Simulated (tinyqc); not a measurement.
A transmission-line measurement read back: specific resistance of a metal-semiconductor contact and its transmission-line measurement. Computed by tinyqc, a small Python program. Command: `OMP_NUM_THREADS=1 python tinyqc.py 3031662 3031663 out.jsonl contact walk`. One thread of a shared host (Intel(R) Xeon(R) Processor @ 2.30GHz), about 0.01 s of CPU time with the checks.

The barrier is parabolic (depletion approximation), energies E are normal energies counted from the band edge in the neutral semiconductor (downwards for holes), and the bias is zero. xi is an input, held fixed when other inputs move.

Inputs (values chosen for the exercise, modelled on n-type In0.53Ga0.47As): tunnelling mass m = 0.039 m_0; permittivity eps = 13.9; Richardson constant A* = 4.88 A/(cm^2 K^2); barrier height phi_B = 0.21 eV; doping N = 2.4e+19 1/cm^3; Fermi level above the band edge in the bulk, xi = 0.51 eV; temperature T = 77 K; sheet resistance R_sh = 37 ohm; contact length d = 0.013 micrometre; contact width W = 0.054 micrometre.

Image-force lowering: left out.

Constants: hbar = 1.054571817e-34 J s; eps_0 = 8.8541878128e-12 F/m; m_0 = 9.1093837015e-31 kg; k_B = 8.617333262e-05 eV/K; e = 1.602176634e-19 C.

Method:
- E_00 = (e hbar/2) sqrt(N/(eps eps_0 m)); band bending E_b = phi_B + xi; depletion width w = sqrt(2 eps eps_0 E_b/(e^2 N)).
- WKB transmission for E < E_b, with a = E/E_b: D = exp{-(E_b/E_00) [sqrt(1 - a) - a ln((1 + sqrt(1 - a))/sqrt(a))]}; D = 1 above.
- At zero bias 1/rho_c = (e A*/k_B^2) int D(E) f(E) dE, f = 1/(1 + exp((E - xi)/k_B T)); 200 Gauss-Legendre points from 0 to E_b, and k_B T ln(1 + exp((xi - E_b)/k_B T)) for the part above the barrier; the share of tunnelling is the part below.
- Transmission-line model: transfer length L_T = sqrt(rho_c/R_sh); R_c = (R_sh L_T/W) coth(d/L_T). Limits: rho_c/(W d) for d << L_T, sqrt(rho_c R_sh)/W for d >> L_T.
- Transmission-line model: transfer length L_T = sqrt(rho_c/R_sh); R_c = (R_sh L_T/W) coth(d/L_T). Two contacts a gap s apart give R = 2 R_c + R_sh s/W. A straight-line fit gives R_sh from the slope and R_c from the intercept; the simple reading takes L_x = R_c W/R_sh as the transfer length and rho_c = R_sh L_x^2.

R_c W = 153.294 ohm micrometre

contact resistance R_c = 2838.78 ohm

specific contact resistance rho_c = 1.99074e-08 ohm cm^2

Resistances:
```
gap s (micrometre)  R (ohm)
4.1                    8487
8.3                   11365
17.0                  17326
33.0                  28289
66.0                  50900
```

L_x = 4.1431 micrometre

rho_c by the simple reading = 6.3511e-06 ohm cm^2

simple reading over true value = 319.03

The simple reading is 319 times too high, the factor coth^2(d/L_T): it holds only for d above about 2 L_T.
